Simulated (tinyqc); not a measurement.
Hot carriers by balance equations with a heated Maxwellian. Inputs raised by 5 %, one at a time. Computed by tinyqc, a small Python program. Command: `OMP_NUM_THREADS=1 python tinyqc.py 3021135 3021136 out.jsonl hot sens`. One thread of a shared host (Intel(R) Xeon(R) Processor @ 2.30GHz), about 0.05 s of CPU time with the checks.

The carriers follow a Maxwellian at an electron temperature T_e, slightly displaced; the drift energy is neglected against k_B T_e. The balance averages the rate, not the time, so mu_0 lies below the relaxation-time value.

Inputs (values chosen for the exercise, modelled on holes in silicon):

| quantity | value | unit |
|---|---|---|
| effective mass m | 0.499 | m_0 |
| density rho | 2329 | kg/m^3 |
| sound velocity v_l | 9060 | m/s |
| acoustic deformation potential D_A | 5.9 | eV |
| phonon energy hbar w | 61.8 | meV |
| optical or intervalley deformation potential D_o | 9.9 | 1e8 eV/cm |
| final valleys Z_f | 1 | - |
| lattice temperature T | 250 | K |
| electric field F | 37 | kV/cm |
| iteration cap | 300 | - |

Band: parabolic. Solver: Newton.

Constants: k_B = 8.617333262e-05 eV/K; k_B = 1.380649e-23 J/K; e = 1.602176634e-19 C; hbar = 1.054571817e-34 J s; m_0 = 9.1093837015e-31 kg; hbar = 6.582119569e-16 eV s.

Method:
- Parabolic band: E = hbar^2 k^2/(2 m), speed v = hbar k/m, states per spin, volume and energy g(E) = m k/(2 pi^2 hbar^2). Masses are multiplied by m_0 and all formulas are in SI units.
- Phonon occupation N_q = 1/(exp(hbar w/(k_B T)) - 1).
- Acoustic deformation potential (elastic, equipartition, absorption and emission together): 1/tau = 2 pi k_B T D_A^2 g(E)/(hbar rho v_l^2).
- Optical or intervalley deformation potential: 1/tau = (pi Z_f D_o^2/(rho w)) [N_q g(E + hbar w) + (N_q + 1) g(E - hbar w)], with g = 0 below the band edge.
- Averages over the Maxwellian, <y> = int y x^(1/2) exp(-x) dx / int x^(1/2) exp(-x) dx with x = E/(k_B T_e), split at x_0 = hbar w/(k_B T_e): 64 Gauss-Legendre points in sqrt(x) below it and 128 in sqrt(x - x_0) above it, up to x = 32. Momentum balance: mu(T_e) = e/(m nu), nu = <x (sum of rates)>/<x>. Power lost per carrier: P(T_e) = hbar w <emission rate - absorption rate> + <(2 m v_l^2/(k_B T)) (E - 2 k_B T) acoustic rate>.
- Energy relaxation time at weak heating: tau_E = (3/2) k_B / (dP/dT_e), the derivative by a central difference of +/- 0.5 K at T_e = T.
- Newton: h(T_e) = P - e mu F^2, T_new = T_e - h/h', with h' by a central difference of +/- 0.5 K, limited to the range T to 3 T_e.
- Start at T_e = 1.5 T; stop when T_e moves by less than 1e-6 K or exceeds 1e6 K.
- v = mu(T_e) F; warm-carrier coefficient (mu/mu_0 - 1)/F^2.

Runs:

| input moved | from | to | drift velocity (1e7 cm/s) | electron temperature T_e (K) | low-field mobility mu_0 (cm^2/(V s)) | mobility mu(T_e) (cm^2/(V s)) |
|---|---|---|---|---|---|---|
| base run | - | - | 0.9155 | 1022 | 969 | 247.4 |
| effective mass m (m_0) | 0.499 | 0.52395 | 0.8728 | 921 | 858 | 235.9 |
| sound velocity v_l (m/s) | 9060 | 9513 | 0.9276 | 1034 | 1010 | 250.7 |
| acoustic deformation potential D_A (eV) | 5.9 | 6.195 | 0.9034 | 1008 | 928 | 244.2 |
| phonon energy hbar w (meV) | 61.8 | 64.89 | 0.9435 | 1069 | 1058 | 255.0 |
| lattice temperature T (K) | 250 | 262.5 | 0.8970 | 1013 | 871 | 242.4 |
| electric field F (kV/cm) | 37 | 38.85 | 0.9260 | 1079 | 969 | 238.3 |
| density rho (kg/m^3) | 2329 | 2445.45 | 0.9260 | 1079 | 1018 | 250.3 |

Exponents ln(y'/y) / ln(x'/x):

| input | drift velocity | electron temperature T_e | low-field mobility mu_0 | mobility mu(T_e) |
|---|---|---|---|---|
| effective mass m | -0.980 | -2.143 | -2.500 | -0.980 |
| sound velocity v_l | 0.268 | 0.239 | 0.851 | 0.268 |
| acoustic deformation potential D_A | -0.275 | -0.281 | -0.899 | -0.275 |
| phonon energy hbar w | 0.615 | 0.914 | 1.804 | 0.615 |
| lattice temperature T | -0.419 | -0.180 | -2.196 | -0.419 |
| electric field F | 0.232 | 1.114 | 0.000 | -0.768 |
| density rho | 0.232 | 1.114 | 1.000 | 0.232 |

Among the inputs moved here: drift velocity answers most in size to effective mass m (exponent -0.980), next to phonon energy hbar w (+0.615). Electron temperature T_e answers most in size to effective mass m (exponent -2.143), next to electric field F (+1.114). Low-field mobility mu_0 answers most in size to effective mass m (exponent -2.500), next to lattice temperature T (-2.196); its exponent is below 0.0005 for electric field F. Its exponent -2.500 in effective mass m: rates scale as m^(3/2) and mu = e tau/m. Mobility mu(T_e) answers most in size to effective mass m (exponent -0.980), next to electric field F (-0.768).
